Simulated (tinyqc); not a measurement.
Photoconductance decay in a wafer: bulk and surface recombination modes, and iron detection by pair splitting. Changing the surface recombination velocity S. Computed by tinyqc, a small Python program. Command: `OMP_NUM_THREADS=1 python tinyqc.py 3110607 3110608 out.jsonl pcd sweep`. One thread of a shared host (Intel(R) Xeon(R) Processor @ 2.30GHz), about 0.04 s of CPU time with the checks.

Both faces of the wafer have the same S; injection is low and all coefficients are constant. x runs from -W/2 to W/2.

Inputs (values chosen for the exercise, modelled on p-type silicon): thickness W = 200 micrometre; diffusivity D = 25.2 cm^2/s; bulk lifetime tau_b without iron = 120 microsecond.

Method:
- h = S W/(2 D). Solve f(b) = b sin b - h cos b = 0 from b = (pi/2) sqrt(h/(h + pi^2/4)), with f'(b) = (1 + h) sin b + b cos b; four steps.
- Even modes cos(a x) obey b tan b = S W/(2 D) with b = a W/2, odd modes sin(a x) obey -b cot b = S W/(2 D); each decays at the rate 1/tau_b + D a^2.
- tau_eff is the decay time of the first mode. The surface time is 1/(D a^2) of that mode; shortcuts for it are W/(2 S), W^2/(pi^2 D) and their sum, whose error is sum/surface time - 1.

One run for each value:
```
surface recombination velocity S (cm/s)  tau_eff (microsecond)  surface time (microsecond)  error of the sum (%)          h
3.00e-01                                                 119.6                   3.333e+04             8.565e-04  1.190e-04
1.60e+00                                                 117.7                   6.251e+03             4.566e-03  6.349e-04
8.40e+00                                                 109.0                   1.192e+03             2.393e-02  3.333e-03
4.50e+01                                                  78.1                   2.235e+02             1.270e-01  1.786e-02
2.40e+02                                                  31.7                   4.300e+01             6.449e-01  9.524e-02
1.30e+03                                                   8.4                   9.055e+00             2.708e+00  5.159e-01
6.70e+03                                                   2.9                   2.951e+00             5.062e+00  2.659e+00
3.60e+04                                                   1.8                   1.840e+00             2.477e+00  1.429e+01
1.90e+05                                                   1.6                   1.651e+00             5.870e-01  7.540e+01
1.00e+06                                                   1.6                   1.616e+00             1.166e-01  3.968e+02
```

Describe and explain the trends.

Over the rows, tau_eff (microsecond) falls from 120 to 1.59 (exponent d ln y / d ln x -0.0092 between the first rows and -0.013 between the last); surface time (microsecond) falls from 33300 to 1.62 (exponent d ln y / d ln x -1.00 between the first rows and -0.013 between the last); error of the sum (%) goes from 8.56e-4 through a maximum among these rows, 5.06 at 6700, to 0.117. At the low end the exponent of surface time is -1.00, close to -1: slow surfaces, W/(2 S). At the high end the exponent of surface time is -0.01, close to 0: fast surfaces, limited by diffusion. The sum of the two shortcuts misses by at most about 5.1 % over these rows.

Extremes, crossings and ranges named in words are read from the listed rows.
